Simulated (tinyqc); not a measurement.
From results back to parameters: heavy doping: gap narrowing, degeneracy and the minority density. Five cases, with inputs chosen for the exercise.

Problem. The minority density was computed from a hidden true narrowing dEg.

F_j(eta) = (1/Gamma(j + 1)) integral_0^infinity x^j dx/(1 + exp(x - eta)), which tends to exp(eta) for eta << 0.

Majority: N = Nc F_1/2(eta), eta the distance of EF beyond the majority band edge in kT. Degeneracy factor gam = F_1/2(eta)/exp(eta). ni0^2 = Nc Nv exp(-Eg/kT); product n p = ni0^2 gam exp(dEg/kT), dEg the true narrowing; apparent narrowing dEa = dEg + kT ln gam; minority density = n p/N.

Constants: kB = 8.617333262e-05 eV/K.

Find: dEa; gam; dEg.

Method. dEa = kT ln(minority x N/ni0^2); gam follows from N alone, and dEg = dEa - kT ln gam.

Case 1.

Values chosen (gap and densities of states near those of Si at this temperature; narrowing constants near the fits for Si; shifted at random, so the results belong to these values and not to a real crystal): N = 8.9e+18 1/cm^3 (ionised donors, equal to the majority density); Eg = 1.097 eV (gap); Nc = 4.23e+19 1/cm^3 (conduction-band density of states); Nv = 1.77e+19 1/cm^3 (valence-band density of states); T = 400 K.

minority density = 5.59345e+06 1/cm^3

Solution.

dEa = 51.14 meV
gam = 0.9285
dEg = 53.70 meV

Case 2.

Values chosen (gap and densities of states near those of Si at this temperature; narrowing constants near the fits for Si; shifted at random, so the results belong to these values and not to a real crystal): N = 2.2e+19 1/cm^3 (ionised donors, equal to the majority density); Eg = 1.114 eV (gap); Nc = 2.84e+19 1/cm^3 (conduction-band density of states); Nv = 1.23e+19 1/cm^3 (valence-band density of states); T = 300 K.

minority density = 28.5990 1/cm^3

Solution.

dEa = 57.74 meV
gam = 0.7626
dEg = 64.74 meV

Case 3.

Values chosen (gap and densities of states near those of Si at this temperature; narrowing constants near the fits for Si; shifted at random, so the results belong to these values and not to a real crystal): N = 5.7e+18 1/cm^3 (ionised donors, equal to the majority density); Eg = 1.145 eV (gap); Nc = 1.98e+19 1/cm^3 (conduction-band density of states); Nv = 8.48e+18 1/cm^3 (valence-band density of states); T = 250 K.

minority density = 0.00181693 1/cm^3

Solution.

dEa = 43.27 meV
gam = 0.9036
dEg = 45.46 meV

Case 4.

Values chosen (gap and densities of states near those of Si at this temperature; narrowing constants near the fits for Si; shifted at random, so the results belong to these values and not to a real crystal): N = 2e+19 1/cm^3 (ionised donors, equal to the majority density); Eg = 1.131 eV (gap); Nc = 2.11e+19 1/cm^3 (conduction-band density of states); Nv = 8.36e+18 1/cm^3 (valence-band density of states); T = 250 K.

minority density = 0.00278213 1/cm^3

Solution.

dEa = 64.43 meV
gam = 0.7184
dEg = 71.56 meV

Case 5.

Values chosen (gap and densities of states near those of GaAs at this temperature; narrowing constants of the size fitted for Si, not for this material; shifted at random, so the results belong to these values and not to a real crystal): N = 1e+18 1/cm^3 (ionised donors, equal to the majority density); Eg = 1.397 eV (gap); Nc = 5.56e+17 1/cm^3 (conduction-band density of states); Nv = 1.16e+19 1/cm^3 (valence-band density of states); T = 350 K.

minority density = 0.116680 1/cm^3

Solution.

dEa = 25.93 meV
gam = 0.5376
dEg = 44.65 meV

Computed by tinyqc, one run a case: `OMP_NUM_THREADS=1 python tinyqc.py N N+1 out.jsonl` with N = 1650846, 1650956, 1650984, 1651171, 1651293; one thread of a shared Intel(R) Xeon(R) Processor @ 2.30GHz, about 0.01 s a run at most.
